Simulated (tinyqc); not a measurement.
Two-step dopant diffusion (predeposition and drive-in) with a constant diffusivity: one step, computed by the program tinyqc. Command: `OMP_NUM_THREADS=1 python tinyqc.py 3005844 3005845 out.jsonl dopdiff walk`. One thread of a shared host (Intel(R) Xeon(R) Processor @ 2.30GHz), about 0.04 s of CPU time with the checks.

Fick diffusion into a half space x > 0 whose background doping C_B is of the opposite type, so that a junction lies where C = C_B.

Question. Drive-in as a Gaussian. With a sealed surface and a thin source, C = Q/sqrt(pi (Dt)2) exp(-x^2/(4 (Dt)2)); x_j = 2 sqrt((Dt)2 ln(C(0)/C_B)); gradient at the junction |dC/dx| = C_B x_j/(2 (Dt)2).

Inputs (values chosen for the exercise, modelled on phosphorus in silicon):
```
quantity                        value    unit
surface concentration C_s     1.3e+20  1/cm^3
background doping C_B         9.6e+14  1/cm^3
predeposition temperature T1     1025       C
drive-in temperature T2          1175       C
stand-by temperature              750       C
```

dose Q = 1.027270e+15 1/cm^2

drive-in budget (Dt)2 = 3.364662e-09 cm^2

Give: surface concentration C(0) (Gaussian); junction depth x_j; gradient at the junction.

Answer.

surface concentration C(0) (Gaussian) = 9.992e+18 1/cm^3

junction depth x_j = 3.528 um

gradient at the junction = 5.034e+19 1/cm^4

Caution: C_s exceeds the intrinsic carrier density of silicon at the predeposition temperature (2e18 to 1e19 per cm^3), where real diffusivities rise with concentration and profiles turn box-like.
